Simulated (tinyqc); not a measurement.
Worked calculation: Pariser-Parr-Pople SCF with singles CI, for the molecule C=C1C=CC=CC=C1 (SMILES; centres numbered as the heavy atoms are written). One step of it, computed by the program tinyqc.

Question. Iteration 1: Fock matrix. F_rr = H_rr + P_rr gamma_rr / 2 + sum_(s != r) P_ss gamma_rs; F_rs = H_rs - P_rs gamma_rs / 2; E = tr P (H + F) / 2 + core repulsion sum_(r<s) z_r z_s gamma_rs.

P at the start, lower triangle:
```
           1C         2C         3C         4C         5C         6C        7C        8C
1C   0.134258
2C   0.457539   1.759197
3C  -0.046971   0.206816   1.247458
4C  -0.113528  -0.228820   0.855197   0.883036
5C   0.074022   0.109578  -0.022793   0.404853   0.922779
6C   0.074022   0.109578  -0.361434   0.114006   0.817614   0.922779
7C  -0.113528  -0.228820  -0.081360   0.078657   0.114006   0.404853  0.883036
8C  -0.046971   0.206816   0.157001  -0.081360  -0.361434  -0.022793  0.855197  1.247458
```

core matrix H (eV), lower triangle:
```
            1C          2C          3C          4C          5C          6C          7C          8C
1C  -43.146183
2C   -2.390000  -52.124924
3C    0.000000   -2.390000  -50.126991
4C    0.000000    0.000000   -2.390000  -48.532770
5C    0.000000    0.000000    0.000000   -2.390000  -47.959815
6C    0.000000    0.000000    0.000000    0.000000   -2.390000  -47.959815
7C    0.000000    0.000000    0.000000    0.000000    0.000000   -2.390000  -48.532770
8C    0.000000   -2.390000    0.000000    0.000000    0.000000    0.000000   -2.390000  -50.126991
```

repulsion gamma_rs (eV), lower triangle:
```
           1C         2C         3C         4C         5C         6C         7C         8C
1C  10.100000
2C   7.206454  10.100000
3C   5.204561   7.206648  10.100000
4C   3.613021   4.968438   7.205941  10.100000
5C   3.037283   4.169149   4.970112   7.207388  10.100000
6C   3.037283   4.169149   4.169898   4.969531   7.206454  10.100000
7C   3.613021   4.968438   4.169447   4.169004   4.969531   7.207388  10.100000
8C   5.204561   7.206648   4.970384   4.169447   4.169898   4.970112   7.205941  10.100000
```

Centres (angstrom, eV; a flat drawing with bonds scaled to 1.40 angstrom):
```
centre          x          y  core charge z          W   gamma_rr
1C       2.637000   0.000000              1  12.230000  10.100000
2C       1.237000   0.000000              1  12.230000  10.100000
3C       0.629000   1.261000              1  12.230000  10.100000
4C      -0.736000   1.573000              1  12.230000  10.100000
5C      -1.830000   0.700000              1  12.230000  10.100000
6C      -1.830000  -0.700000              1  12.230000  10.100000
7C      -0.736000  -1.573000              1  12.230000  10.100000
8C       0.629000  -1.261000              1  12.230000  10.100000
```

Give: F; pi energy.

Answer.

F (eV), lower triangle:
```
        1C      2C      3C      4C      5C      6C      7C      8C
1C  -4.819
2C  -4.039  -7.824
3C   0.122  -3.135  -5.771
4C   0.205   0.568  -5.471  -5.740
5C  -0.112  -0.228   0.057  -3.849  -6.753
6C  -0.112  -0.228   0.754  -0.283  -5.336  -6.753
7C   0.205   0.568   0.170  -0.164  -0.283  -3.849  -5.740
8C   0.122  -3.135  -0.390   0.170   0.754   0.057  -5.471  -5.771
```

pi energy = -109.899 eV
